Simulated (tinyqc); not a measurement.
Active against total: solid solubility of a dopant against its melt (retrograde solidus), clustering and the electrically active fraction. Computed by tinyqc, a small Python program. Command: `OMP_NUM_THREADS=1 python tinyqc.py 3008879 3008880 out.jsonl retro walk`. One thread of a shared host (Intel(R) Xeon(R) Processor @ 2.30GHz), about 0.01 s of CPU time with the checks.

Inputs (values chosen for the exercise, of the order of those of gallium in silicon for the solubility):
```
quantity,value,unit
atoms per cluster m,3,-
cluster scale N* at 1273 K,2.1e+20,1/cm^3
activation energy E_b of the cluster scale,0.24,eV
anneal temperature T_a,1075,K
prefactor of n_i,3.83e+16,1/(cm^3 K^1.5)
energy E_i in n_i,0.602,eV
```

Clustering: clusters that take up free electrons.

Constants: k_B = 8.617333262e-05 eV/K.

Method. A highly soluble donor (another dopant than that of the solidus) is limited by clustering. Donors N_a are active, and clusters hold m atoms each: N_t = N_a + m C, m C = N* (N_a/N*)^m (n/N*)^m, each atom taking one electron, n = N_a/2 + sqrt(N_a^2/4 + n_i^2), n_i = prefactor x T^1.5 exp(-E_i/(k_B T)), with N*(T) = N*(1273 K) exp[-(E_b/k_B)(1/T - 1/1273)].

Active density (1/cm^3):
```
N_t (1/cm^3),N_a at T_a,fraction,N_a at T_a + 150 K,N_a at T_a - 150 K
1.00e+19,1.0000e+19,1.00000,1.0000e+19,9.9998e+18
3.00e+19,2.9986e+19,0.99955,2.9997e+19,2.9893e+19
1.00e+20,9.0137e+19,0.90137,9.6865e+19,7.4448e+19
2.00e+20,1.2610e+20,0.63052,1.5251e+20,9.4323e+19
5.00e+20,1.6244e+20,0.32489,2.0665e+20,1.1691e+20
1.00e+21,1.8804e+20,0.18804,2.4209e+20,1.3393e+20
2.00e+21,2.1443e+20,0.10722,2.7761e+20,1.5197e+20
5.00e+21,2.5239e+20,0.05048,3.2786e+20,1.7830e+20
```

What follows from these numbers?

The exponent d ln N_a/d ln N_t falls from 1.00 to 0.18, towards 1/(2m) = 0.167. At the highest dose a 150 K hotter anneal gives 1.30 times the active density, and a later step 150 K cooler would cut it to 0.71 if it ran to equilibrium: short hot anneals come last.

Extremes, crossings and ranges named in words are read from the listed rows.
